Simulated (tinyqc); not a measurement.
Worked calculation: plane-wave Kohn-Sham cycle with exchange-only LDA in a layered model solid. Computed by tinyqc, a small Python program that keeps every step. Settings: points = 16, plane-wave index or count = 2, electrons = 2, k points = 4, area = 10.0, mixing = 0.3, iteration cap = 67, Pulay depth = 5. Command: `OMP_NUM_THREADS=1 python tinyqc.py 31192 31193 out.jsonl` (the two numbers bound the seeds that draw the settings). One thread of a shared host (Intel(R) Xeon(R) Processor @ 2.60GHz), about 0.01 s of CPU time with the checks. Later iterations appear only in the table of the cycle.

## Iteration 1: potential

A solid whose potential varies along x alone (atomic units):
```
parameter,value
period a,9.300000
cross-section of the cell,10.000000
electrons per cell,2
grid points,16
"plane waves -n..n, n",2
k points,4
V1 in V1 cos(2 pi x/a),-0.200000
```

density at the start, on the grid x_j = j a/N (e/bohr^3): 0.02150538  0.02150538  0.02150538  0.02150538  0.02150538  0.02150538  0.02150538  0.02150538  0.02150538  0.02150538  0.02150538  0.02150538  0.02150538  0.02150538  0.02150538  0.02150538

V_H(G) = 4 pi rho(G)/G^2 for G != 0 (uniform background); v_x = -(3 rho/pi)^(1/3); V = V_ext + V_H + v_x; Fourier components f(G_m) = (1/N) sum_j f(x_j) exp(-i G_m x_j).

Potentials on the grid (hartree):
```
x,V_ext,V_H,v_x,V
0.000000,-0.200000,0.000000,-0.273846,-0.473846
0.581250,-0.184776,0.000000,-0.273846,-0.458622
1.162500,-0.141421,0.000000,-0.273846,-0.415267
1.743750,-0.076537,0.000000,-0.273846,-0.350383
2.325000,0,0.000000,-0.273846,-0.273846
2.906250,0.076537,0.000000,-0.273846,-0.197309
3.487500,0.141421,0.000000,-0.273846,-0.132424
4.068750,0.184776,0.000000,-0.273846,-0.089070
4.650000,0.200000,0.000000,-0.273846,-0.073846
5.231250,0.184776,0.000000,-0.273846,-0.089070
5.812500,0.141421,0.000000,-0.273846,-0.132424
6.393750,0.076537,0.000000,-0.273846,-0.197309
6.975000,0,0.000000,-0.273846,-0.273846
7.556250,-0.076537,0.000000,-0.273846,-0.350383
8.137500,-0.141421,0.000000,-0.273846,-0.415267
8.718750,-0.184776,0.000000,-0.273846,-0.458622
```

V(G_m), m = 0, 1, 2, ... (hartree): -0.273846  -0.100000  0.000000  0.000000  0.000000

## Iteration 1: Hamiltonian at one k

k = 0.125000 2 pi / a

H(m,m') = (k + G_m)^2/2 delta + V(G_m - G_m'), with V(-G) = V(G).

H (hartree), lower triangle:
```
,-2,-1,+0,+1,+2
-2,0.528509
-1,-0.100000,-0.099111
+0,0.000000,-0.100000,-0.270280
+1,0.000000,0.000000,-0.100000,0.015002
+2,0.000000,0.000000,0.000000,-0.100000,0.756734
```

## Iteration 1: levels at that k

Diagonalise the Hermitian matrix.

eigenvalues (hartree): -0.342188  -0.082616  0.041150  0.544359  0.770149

## Iteration 1: new density

Motion across x is left out: the lowest 1 band(s) hold two electrons at each of the k points (j + 1/2)/nk - 1/2. Residual R = rho(out) - rho(in); rho(new) = rho(in) + 0.3 R. rho(out) = 2/(a A nk) sum |psi|^2 with psi = sum c exp(i G x). Harris energy E = band energy - dV sum rho (V_H/2 + v_x) + (3/4) dV sum rho v_x with rho(in), dV = a A/N, band energy = (2/nk) sum of the filled levels.

rho(out) (e/bohr^3): 0.05601905  0.05132735  0.03954658  0.02578252  0.01443733  0.00716935  0.00337487  0.00174228  0.00130641  0.00174228  0.00337487  0.00716935  0.01443733  0.02578252  0.03954658  0.05132735

density after iteration 1 (e/bohr^3): 0.03185948  0.03045197  0.02691774  0.02278852  0.01938496  0.01720457  0.01606622  0.01557645  0.01544569  0.01557645  0.01606622  0.01720457  0.01938496  0.02278852  0.02691774  0.03045197

energy per cell = -0.54107986 hartree

## Iteration 2: potential

As before.

Potentials on the grid (hartree):
```
x,V_ext,V_H,v_x,V
0.000000,-0.200000,0.234120,-0.312179,-0.278059
0.581250,-0.184776,0.212652,-0.307512,-0.279636
1.162500,-0.141421,0.153969,-0.295123,-0.282575
1.743750,-0.076537,0.072513,-0.279187,-0.283211
2.325000,0,-0.014663,-0.264532,-0.279196
2.906250,0.076537,-0.093283,-0.254217,-0.270964
3.487500,0.141421,-0.154015,-0.248482,-0.261076
4.068750,0.184776,-0.191882,-0.245931,-0.253037
4.650000,0.200000,-0.204701,-0.245241,-0.249942
5.231250,0.184776,-0.191882,-0.245931,-0.253037
5.812500,0.141421,-0.154015,-0.248482,-0.261076
6.393750,0.076537,-0.093283,-0.254217,-0.270964
6.975000,0,-0.014663,-0.264532,-0.279196
7.556250,-0.076537,0.072513,-0.279187,-0.283211
8.137500,-0.141421,0.153969,-0.295123,-0.282575
8.718750,-0.184776,0.212652,-0.307512,-0.279636
```

V(G_m), m = 0, 1, 2, ... (hartree): -0.271712  -0.007315  0.003800  0.000285  0.000057

## Iteration 2: Hamiltonian at one k

k = 0.125000 2 pi / a

As before.

H (hartree), lower triangle:
```
,-2,-1,+0,+1,+2
-2,0.530643
-1,-0.007315,-0.096977
+0,0.003800,-0.007315,-0.268146
+1,0.000285,0.003800,-0.007315,0.017136
+2,0.000057,0.000285,0.003800,-0.007315,0.758868
```

## Iteration 2: levels at that k

As before.

eigenvalues (hartree): -0.268665  -0.096902  0.017388  0.530747  0.758955

## Iteration 2: new density

B (overlaps of the stored error matrices):
```
,1,2
1,6.0149980e-03,-8.8798139e-04
2,-8.8798139e-04,1.4707726e-04
```

Motion across x is left out: the lowest 1 band(s) hold two electrons at each of the k points (j + 1/2)/nk - 1/2. Residual R = rho(out) - rho(in); rho(new) = rho(in) + 0.3 R; Pulay mixing then takes sum c_i of the stored mixed densities, with c from B_ij = sum R_i R_j as in DIIS. rho(out) = 2/(a A nk) sum |psi|^2 with psi = sum c exp(i G x). Harris energy E = band energy - dV sum rho (V_H/2 + v_x) + (3/4) dV sum rho v_x with rho(in), dV = a A/N, band energy = (2/nk) sum of the filled levels.

rho(out) (e/bohr^3): 0.02562090  0.02537424  0.02462832  0.02339659  0.02177836  0.01999929  0.01838114  0.01725138  0.01684648  0.01725138  0.01838114  0.01999929  0.02177836  0.02339659  0.02462832  0.02537424

DIIS coefficients: 0.130392  0.869608

density after iteration 2 (e/bohr^3): 0.03023194  0.02912728  0.02632047  0.02294716  0.02000936  0.01793366  0.01667014  0.01601341  0.01581113  0.01601341  0.01667014  0.01793366  0.02000936  0.02294716  0.02632047  0.02912728

energy per cell = -0.41133388 hartree

## Convergence

Stop when sqrt(dV sum R^2) is below 1e-8, dV = a A/N.

Course of the cycle:
```
iteration,E (hartree),norm of the residual
1,-0.54107986,1.87e-01
2,-0.41133388,2.92e-02
3,-0.41102916,2.22e-02
4,-0.42002296,6.64e-02
5,-0.42466305,1.02e-01
6,-0.41618235,5.36e-02
7,-0.43376539,1.31e-01
8,-0.41024284,7.16e-03
9,-0.41017842,3.54e-03
10,-0.41035446,1.08e-02
11,-0.41017371,3.20e-03
12,-0.41016856,2.62e-03
13,-0.41015812,1.09e-04
14,-0.41015811,4.99e-05
15,-0.41015810,2.20e-06
16,-0.41015810,7.06e-09
```

Converged in 16 iterations. Before convergence this energy mixes input and output and is not variational, so it may rise towards its limit.
